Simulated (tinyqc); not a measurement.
Linear model of a band gap against the share of exact exchange: sweeps and comparisons. A value that a table varies takes the place of the one given here.

E(alpha) = E0 + S alpha. A wider gap screens less, modelled in the Penn form eps(alpha) = 1 + (e0 - 1)(EP/(EP + S alpha))^2 with a scale EP chosen for the exercise. A dielectric-dependent hybrid takes alpha = 1/eps.

Inputs chosen for the exercise (of the order of those of Si; the results hold for these values, not for the real material):

| symbol | value | unit | meaning |
|---|---|---|---|
| E0 | 0.59 | eV | gap of the semi-local functional |
| S | 4.54 | eV | slope dE/d(alpha) |
| e0 | 13.34 |  | optical dielectric constant at alpha = 0 |
| EP | 10 | eV | energy scale of the screening |
| Et | 1.15 | eV | target gap |

## Sweep of alpha

Also the exciton scale relative to alpha = 0, (m/m(0))(eps(0)/eps)^2, with a mass proportional to E + D, D = E0/2 + 0.3 eV, a k.p rule for direct gaps only.

Results:

| alpha | E (eV) | eps | alpha eps | exciton scale |
|---|---|---|---|---|
| 0.00 | 0.590 | 13.340 | 0.000 | 1.00 |
| 0.05 | 0.817 | 12.798 | 0.640 | 1.29 |
| 0.10 | 1.044 | 12.291 | 1.229 | 1.63 |
| 0.15 | 1.271 | 11.817 | 1.772 | 2.01 |
| 0.20 | 1.498 | 11.371 | 2.274 | 2.43 |
| 0.25 | 1.725 | 10.953 | 2.738 | 2.90 |
| 0.35 | 2.179 | 10.188 | 3.566 | 4.01 |
| 0.50 | 2.860 | 9.196 | 4.598 | 6.13 |

How do the results move?

alpha eps reaches 1 between alpha = 0.05 and 0.1 (fixed point 0.080), and the target gap is met between 0.1 and 0.15. At the fixed point the gap is 0.95 eV, -0.20 eV from the target. From 0 to 0.25 the gap grows by 1.14 eV while eps falls by 18 %; the exciton scale, which takes both, grows by a factor of 2.90 (formal for an indirect gap).

## What each parameter does

Fixed point alpha = 1/eps(alpha), gap and eps there. Each row changes one parameter from the base and keeps the others.

Results:

| case | alpha | E (eV) | eps |
|---|---|---|---|
| base | 0.0801 | 0.954 | 12.490 |
| E0 = 0.531 eV | 0.0801 | 0.895 | 12.490 |
| S = 4.994 eV | 0.0806 | 0.993 | 12.403 |
| e0 = 14.674 | 0.0724 | 0.919 | 13.818 |
| EP = 9 eV | 0.0807 | 0.956 | 12.394 |

What does this show?

The largest shifts from the base row, up to three for each result and ties (the steps differ in size, so this ranks the rows, not the parameters). alpha: e0 -0.0077, EP +0.0006, S +0.0006; unchanged at the printed digits by E0. E (eV): E0 -0.059, S +0.039, e0 -0.035. eps: e0 +1.328, EP -0.096, S -0.086; unchanged at the printed digits by E0.

Run: tinyqc, `OMP_NUM_THREADS=1 python tinyqc.py 1880757 1880758 out.jsonl`; Intel(R) Xeon(R) Processor @ 2.30GHz, one thread, shared host; about 0.01 s of CPU time with all checks.
